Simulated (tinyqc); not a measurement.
# Minority carriers and saturation current of a heavily doped emitter: effect of the contact

n-type, parabolic bands, full ionisation. eta = (EF - Ec)/kB T solves N = Nc F12(eta), F12(x) = (2/sqrt(pi)) int_0^infinity sqrt(u)/(1 + exp(u - x)) du. The gap shrinks rigidly by dEg = a3 y^(1/3) + a4 y^(1/4) + a2 y^(1/2), y = N/1e18 cm^-3, an empirical law that is here taken as the true narrowing.

ni = sqrt(Nc Nv) exp(-Eg/(2 Vt)), Eg in volts; degeneracy factor g = F12(eta) exp(-eta); nie^2 = ni^2 exp(dEg/kB T) g, p0 = nie^2/N; apparent narrowing dEg + kB T ln g. 1/tau = Cn N^2 + 1/ts, D = mup Vt, L = sqrt(D tau); J0 = (q p0 D/L)(s + tanh(W/L))/(1 + s tanh(W/L)), s = S L/D; the share recombining inside is 1 - 1/[cosh(W/L)(1 + tanh(W/L)/s)].

Inputs (values chosen for the exercise); band and dielectric values close to those of silicon:
```
symbol,value,unit,meaning
T,400,K,temperature
Eg,1.11,eV,band gap
Nc,4.31e19,cm^-3,conduction-band density of states at 400 K
Nv,4e19,cm^-3,valence-band density of states at 400 K
N,7.3e18,cm^-3,ionised donor density
a3,9.1,meV,coefficient of (N/1e18)^(1/3)
a4,5.4,meV,coefficient of (N/1e18)^(1/4)
a2,2.8,meV,coefficient of (N/1e18)^(1/2)
mup,230,cm^2/(V s),minority-hole mobility
Cn,2.8e-31,cm^6/s,Auger coefficient
ts,0.61,us,defect lifetime
W,480,nm,emitter width
```

Constants: q = 1.602176634e-19 C, kB = 1.380649e-23 J/K, Vt = kB T/q. Results are converted to the units shown.

Effect of the contact:

| S (cm/s) | J0 (fA/cm^2) | share inside (%) |
|---|---|---|
| 80 | 8.6553e5 | 90.865 |
| 340 | 1.1214e6 | 70.080 |
| 1500 | 2.2530e6 | 34.759 |
| 6200 | 6.6817e6 | 11.561 |
| 26000 | 2.2951e7 | 3.1951 |
| 1.1e5 | 6.5960e7 | 0.95475 |
| 4.8e5 | 1.2215e8 | 0.40483 |
| 2.1e6 | 1.5206e8 | 0.27784 |
| 8.8e6 | 1.6096e8 | 0.24915 |

J0 rises from 8.66e5 to 1.61e8 fA/cm^2, between the limits q p0 (D/L) tanh(W/L) = 7.87e5 and q p0 (D/L) coth(W/L) = 1.64e8; W/L = 0.069, so passivating the contact can gain at most a factor of 208.

Range of the model: Band tails, non-parabolic bands and incomplete ionisation are left out.

tinyqc, about 0.01 s, one thread, Intel Xeon 2.30GHz (shared host): `OMP_NUM_THREADS=1 python tinyqc.py 2330002 2330003 out.jsonl`
